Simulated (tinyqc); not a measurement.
Inside a calculation. Model: van der Pauw, Hall and four-point-probe measurements on a doped layer.

Program tinyqc, `OMP_NUM_THREADS=1 python tinyqc.py 2850116 2850117 out.jsonl`; Intel Xeon 2.30GHz, shared host, one thread, about 0.04 s. Printed values are rounded.

A uniform p-type layer with sheet resistance Rs = 1/(q ns mu), point contacts, low field (mu B small).

Inputs (values chosen for the exercise): sheet density of the layer ns = 4.6e15 cm^-2; drift mobility mu = 55 cm^2/(V s); Hall factor rH = 1.1; magnetic field B = 0.55 T; current I = 10 uA; side ratio a/b of a rectangular sample with corner contacts ar = 1.71; thickness of the layer t = 1000 nm.

Constants: q = 1.602176634e-19 C. Results are converted to the units shown.

## Resistances and Hall voltage

Rs = 1/(q ns mu). For a rectangle with contacts at the corners, RA = (8 Rs/pi) sum_(k>=0) ln coth((2k + 1) pi a/(2 b)) with current along a short side b and voltage along the opposite one, RB the same with a and b exchanged; Hall voltage VH = rH B I/(q ns), negative for electrons.

Rs = 24.6700 ohm/square
RA = 0.583537 ohm
RB = 20.7031 ohm
VH = 8.20894e-4 mV

RB/RA = 35.5; for a square both equal Rs ln 2/pi = 5.44 ohm.

## Starting value

z = 2 ln 2/(pi (RA + RB)), exact for RA = RB.

z at the start = 20.7300 mS

## Iteration 1: new z

The van der Pauw equation exp(-pi RA z) + exp(-pi RB z) = 1 is solved for z = 1/Rs: e1 = exp(-pi RA z), e2 = exp(-pi RB z), f = e1 + e2 - 1, f' = -pi (RA e1 + RB e2), z(new) = z - f/f'.

e1 = 0.962710
e2 = 0.259684
f = 0.222394
f' = -0.0186549 kohm
z after iteration 1 = 32.6514 mS

## Iteration 2: new z

As before.

e1 = 0.941899
e2 = 0.119592
f = 0.0614901
f' = -0.00950504 kohm
z after iteration 2 = 39.1206 mS

## Iteration 3: new z

As before.

e1 = 0.930794
e2 = 0.0785174
f = 0.00931140
f' = -0.00681319 kohm
z after iteration 3 = 40.4873 mS

## Course of the iteration

Stop when the step is below 1e-10 mS, or after 40 iterations.

Course of the iteration:
```
iteration  z before the step (mS)  step (mS)
1                         20.7300       11.9
2                         32.6514       6.47
3                         39.1206       1.37
4                         40.4873     0.0477
5                         40.5350    5.49e-5
6                         40.5351   7.25e-11
```

Converged in 6 iterations.

## Sheet density, mobility and bulk values

converged z = 40.5351 mS

Rs = 1/z; Hall sheet density B I/(q |VH|); Hall mobility |VH|/(Rs B I); true values ns = rH times the Hall density, mu = Hall mobility/rH; bulk density ns/t, resistivity Rs t; correction factor F = Rs/[(pi/ln 2)(RA + RB)/2].

Rs = 24.6700 ohm/square
Hall sheet density = 4.18182e15 cm^-2
Hall mobility = 60.5 cm^2/(V s)
ns = 4.6e15 cm^-2
mu = 55 cm^2/(V s)
bulk density = 4.6e19 cm^-3
resistivity = 0.00246700 ohm cm
F = 0.511408

Taking the mean of RA and RB without F would overstate Rs by 96 %.
